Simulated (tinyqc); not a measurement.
## Square on-chip spiral inductor, lumped pi model: quality factor against frequency

Outer diameter do = di + 2 n wd + 2 (n - 1) sp, mean da = (do + di)/2, fill p = (do - di)/(do + di), length l = 4 n da. L = 2.34 mu0 n^2 da/(1 + 2.75 p), mu0 = 4 pi 1e-7 H/m. Rs = rho l/(wd delta (1 - exp(-th/delta))), delta = sqrt(rho/(pi f mu0)). Cs = n wd^2 eps0 eo/hu across the coil. At each end Cox = l wd eps0 eo/(2 ho) leads to the substrate branch Rsi = 2 rs he/(l wd) in parallel with Csi = l wd eps0 11.7/(2 he). With one end grounded Y = 1/(Rs + i w L) + i w Cs + 1/[1/(i w Cox) + 1/(1/Rsi + i w Csi)], w = 2 pi f; Q = -Im Y/Re Y. Eddy currents in neighbouring turns and in the substrate are left out.

Apparent inductance Im(1/Y)/w; share of the loss Re(substrate branch)/Re Y.

Parameters, values chosen for the exercise; values of the order met in silicon radio-frequency processes:
- n = 6.5 (number of turns)
- wd = 10 um (line width)
- sp = 2 um (space between turns)
- di = 80 um (inner diameter)
- th = 4 um (metal thickness)
- rho = 3 uohm cm (metal resistivity)
- ho = 3 um (oxide below the coil)
- hu = 1.5 um (oxide between coil and underpass)
- eo = 3 (relative permittivity of the oxide)
- rs = 1000 ohm cm (substrate resistivity)
- he = 80 um (effective spreading depth in the substrate)

Constants: eps0 = 8.8541878128e-12 F/m. Results are converted to the units shown.

Results:
```
f (GHz),Rs (ohm),w L/Rs,Q,apparent inductance (nH),loss in the substrate (%)
0.16,4.010,2.077,2.075,8.284,0.04048
0.26,4.305,3.143,3.138,8.288,0.08978
0.69,5.235,6.860,6.789,8.326,0.4827
1.1,5.922,9.667,9.432,8.395,1.067
1.8,6.908,13.56,12.75,8.593,2.405
3,8.319,18.77,15.96,9.210,5.366
4.9,10.18,25.05,16.26,11.33,10.99
8,12.69,32.80,7.239,29.17,20.87
```

Estimate the missing row, f = 0.42 GHz.

Computed row:
```
f (GHz),Rs (ohm),w L/Rs,Q,apparent inductance (nH),loss in the substrate (%)
0.42,4.693,4.658,4.638,8.298,0.2046
```

With this row back in the table: Q goes from 2.08 through a maximum of 16.3 (at f = 4.9 GHz among the rows listed) to 7.24; the exact peak is 16.8 at 4.04 GHz and Q reaches zero at the self-resonance, 9.42 GHz. The share of the substrate rises from 0.0405 to 20.9 %, and the apparent inductance ends at 3.52 times L. At the peak the substrate takes 8.36 % of the loss. For f = 8 the coil is longer than 0.15 of a wavelength in the oxide, where one lumped section is rough.

Program tinyqc, `OMP_NUM_THREADS=1 python tinyqc.py 2302234 2302235 out.jsonl`; Intel Xeon 2.30GHz, shared host, one thread, about 0.01 s.
